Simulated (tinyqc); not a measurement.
Permeation of metal atoms or ions through a thin barrier or dielectric: time lag, field-aided drift and lifetime. Changing the voltage V (positive drives ions across). Computed by tinyqc, a small Python program. Command: `OMP_NUM_THREADS=1 python tinyqc.py 3014345 3014346 out.jsonl barrier sweep`. One thread of a shared host (Intel(R) Xeon(R) Processor @ 2.30GHz), about 0.03 s of CPU time with the checks.

The film 0 < x < d is empty at first; C = C0 at x = 0 and C = 0 at x = d. dC/dt = D d2C/dx2 - v dC/dx with drift v = D z e V/(k_B T d) (uniform field, no space charge).

Inputs (values chosen for the exercise, for a model case: doubly charged vacancies through an oxide): thickness d = 70 nm; prefactor D0 = 150 cm^2/s; activation energy E = 1.33 eV; concentration at the source side C0 = 1e+14 1/cm^3; charge number z = 2; critical dose Q_c = 6e+07 1/cm^2; test temperature T = 125 C; use temperature T_u = 70 C.

Constants: k_B = 8.617333262e-05 eV/K.

Method:
- D = D0 exp(-E/(k_B T)); time scale d^2/D; Peclet number P = z V/(k_B T), k_B T in eV; 1 nm = 1e-7 cm.
- Temperatures in kelvin are T(C) + 273.15.
- Steady flux J = (D C0/d) P/(1 - exp(-P)); time lag in units of d^2/D: s_L = [P (1 + exp(-P))/(1 - exp(-P)) - 2]/P^2 (P = 0: J = D C0/d, s_L = 1/6).
- Dose through the film Q(s) = C0 d {f (s - s_L) - 2 exp(P/2) sum_(n=1..200) (-1)^n n^2 pi^2 exp(-l_n s)/l_n^2}, l_n = n^2 pi^2 + P^2/4, f = P/(1 - exp(-P)) the relative flux.
- Solve Q = Q_c for s. At the use temperature D and P take T_u, with the same C0 and V; 1 year = 3.15576e7 s.

One run for each value; columns: (1) voltage V (positive drives ions across) (V); (2) failure time at T (s); (3) flux relative to D C0/d; (4) time lag s_L; (5) Peclet number P:
```
(1)          (2)        (3)     (4)    (5)
-0.15  1.376e+06  1.394e-03  0.0882  -8.74
-0.05  1.475e+04  1.671e-01  0.1470  -2.91
0.05   3.103e+03  3.082e+00  0.1470   2.91
0.15   1.742e+03  8.745e+00  0.0882   8.74
0.30   1.061e+03  1.749e+01  0.0506  17.49
```

Describe and explain the trends.

Over the rows, failure time at T (s) falls from 1.38e6 to 1060; flux relative to D C0/d rises from 0.00139 to 17.5; time lag s_L goes from 0.0882 through a maximum among these rows, 0.147 at -0.0500, to 0.0506. The lag is even in V and the flux is not: f(P) - f(-P) = P. Left out: -0.500, 0.500, 0.700 (the field term is too large for the series). Left out: -0.300 (the run failed its checks).

Caution (all rows): a prefactor D0 above about 10 cm^2/s is far larger than atomic jumps allow; it only sets the time scale of the exercise. Caution (all rows): grain boundaries, pinholes, trapping and space charge are left out; thin real barriers usually fail at defects.

Extremes, crossings and ranges named in words are read from the listed rows.
